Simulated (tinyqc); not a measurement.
Interface states from two metals.

Inverse problem. Schottky barriers follow phi = S (pM - chi) + (1 - S) E0, S = 1/(1 + q Ds dl/(eps0 ei)). Find S, E0 and Ds.

Inputs (values chosen for the exercise); material values close to those of gallium nitride:
```
symbol,value,unit,meaning
chi,4.12,eV,electron affinity
dl,0.32,nm,thickness of the interface layer
ei,2.5,,its relative permittivity
```

Constants: q = 1.602176634e-19 C, eps0 = 8.8541878128e-14 F/cm where lengths are in cm. Results are converted to the units shown.

phi for pM = 4.35 and 4.98 eV (eV): 0.41198015  0.96398866

Solution. The slope is S, and either point then gives E0.

S = 0.8762
E0 = 1.700 eV
Ds = 6.100e12 cm^-2 eV^-1

tinyqc, about 0.01 s, one thread, Intel Xeon 2.30GHz (shared host): `OMP_NUM_THREADS=1 python tinyqc.py 2430027 2430028 out.jsonl`
